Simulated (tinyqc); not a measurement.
Barrier from its over-barrier resonances.

Problem. A flat barrier of width d = 1.6 nm between equal leads transmits fully where k d = n pi, that is at E_n = U + C (n pi/d)^2/m, C = hbar^2/(2 m0), whatever the lead mass. Find m and U.

Constants: q = 1.602176634e-19 C, hbar = 1.054571817e-34 J s, m0 = 9.1093837015e-31 kg, hbar^2/(2 m0) = 0.0380998212 eV nm^2. Results are converted to the units shown.

energies of resonances n = 2 and 3 (eV): 2.3360848  4.6311907

Answer. The spacing is 5 C (pi/d)^2/m, which gives m; either energy then gives U.

m = 0.3200 m0
U = 0.5000 eV

Computed by the program tinyqc: `OMP_NUM_THREADS=1 python tinyqc.py 2560034 2560035 out.jsonl`, one thread of a shared Intel Xeon 2.30GHz, about 0.01 s for the whole run.
